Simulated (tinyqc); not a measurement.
Weakening the contact bond: metal-induced gap states at the contact of a metal chain and a two-band chain.

The semiconductor alternates sites A at -Eg/2 and C at +Eg/2 with hopping -t; the gap runs from -Eg/2 to Eg/2. In the gap cosh(q a) = 1 + (Eg^2/4 - E^2)/(2 t^2) and the amplitude changes by -exp(-q a) a period. The metal has site energy 0 and hopping -tm; its end site has g_m = (E - i sqrt(4 tm^2 - E^2))/(2 tm^2). Sites 1, 2, ... count into the semiconductor, with energies e1, e2 alternating. The clean half chain has g1 = 1/(E - e1 - t^2 g2), g2 = 1/(E - e2 - t^2 g1), decaying root. With the contact G11 = 1/(1/g1 - tc^2 g_m), and the density on site j is -Im G_jj/pi = |psi_j/psi_1|^2 (-Im G11/pi), per spin, with psi_2/psi_1 = -t g2, psi_3/psi_2 = -t g1.

Constants: e^2/(4 pi eps0) = 14.39964547 eV angstrom.

Values chosen for the exercise (gap and optical dielectric constant near those of GaN; the chain itself is a model; shifted at random, so the results belong to these values and not to a real crystal): Eg = 3.42 eV (gap); t = 2.68 eV (hopping in the semiconductor); tm = 3.23 eV (hopping in the metal); end = A (site that touches the metal); a = 3.19 angstrom (period (two sites); one chain for each area a^2); eps = 5.6 (dielectric constant); E = -1.14 eV (energy from mid-gap).

At the given E, tc is varied, as by a thin spacer. xi = 1/(2q), N = 2 (summed density)/a^2, S = 1/(1 + 4 pi e^2 N xi/eps) with xi and eps kept.

Against tc:
```
tc (eV)  D1 (1/eV)  summed density (1/eV)       S
0.10       0.00042                0.00078  0.9836
0.25       0.00262                0.00483  0.9059
0.80       0.02538                0.04677  0.4987
1.20       0.05101                0.09401  0.3310
1.80       0.08175                0.15067  0.2359
2.50       0.08561                0.15779  0.2277
3.50       0.06349                0.11702  0.2845
```

Give the missing row, tc (eV) = 0.50.

Computed row:
```
tc (eV)  D1 (1/eV)  summed density (1/eV)       S
0.50       0.01033                0.01903  0.7097
```

For a weak bond the density goes as tc^2 (ratio 6.23 between 0.25 and 0.1 eV, against 6.25). It is largest at tc = 2.5 eV among these rows and falls beyond, as the first site pairs off with the metal. S is 0.984 at 0.1 eV and has its least value, 0.228, in that row.

tinyqc: `OMP_NUM_THREADS=1 python tinyqc.py 1480623 1480624 out.jsonl`; about 0.01 s, one thread, shared Intel(R) Xeon(R) Processor @ 2.30GHz.
